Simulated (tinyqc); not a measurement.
RHF in the sto-6g basis, for H4, spin multiplicity 1, step by step. One step of it, computed by the program tinyqc.

Question. Iteration 1: diagonalisation and new density. Diagonalise F' = X^T F X, C = X C', fill 2 alpha and 2 beta electrons from the bottom; D = 2 C_occ C_occ^T. Each column has its largest component positive (the first on a tie).

Fock matrix F (hartree):
```
           1H 1s      2H 1s      3H 1s      4H 1s
1H 1s  -0.267356  -0.518982  -0.212247  -0.025267
2H 1s  -0.518982  -0.397728  -0.454481  -0.211989
3H 1s  -0.212247  -0.454481  -0.397463  -0.518583
4H 1s  -0.025267  -0.211989  -0.518583  -0.267039
```

X:
```
           1H 1s      2H 1s      3H 1s      4H 1s
1H 1s   1.216854  -0.475003   0.099264  -0.021046
2H 1s  -0.475003   1.461723  -0.510263   0.099168
3H 1s   0.099264  -0.510263   1.460975  -0.474143
4H 1s  -0.021046   0.099168  -0.474143   1.216207
```

Give: F' = X^T F X; orbital energies; coefficients C; D after iteration 1.

Answer.

F' = X^T F X (hartree):
```
        1       2       3       4
1   0.101  -0.621   0.122   0.017
2  -0.621   0.273  -0.563   0.122
3   0.122  -0.563   0.272  -0.620
4   0.017   0.122  -0.620   0.101
```

orbital energies (hartree): MO1 -0.625, MO2 -0.372, MO3 0.453, MO4 1.291

coefficients C:
```
         MO1     MO2     MO3     MO4
1H 1s  0.251  -0.533   0.849  -0.805
2H 1s  0.411  -0.384  -0.594   1.401
3H 1s  0.410   0.384  -0.596  -1.399
4H 1s  0.251   0.533   0.850   0.803
```

D after iteration 1:
```
        1H 1s   2H 1s   3H 1s   4H 1s
1H 1s   0.694   0.615  -0.204  -0.443
2H 1s   0.615   0.632   0.042  -0.204
3H 1s  -0.204   0.042   0.632   0.616
4H 1s  -0.443  -0.204   0.616   0.695
```
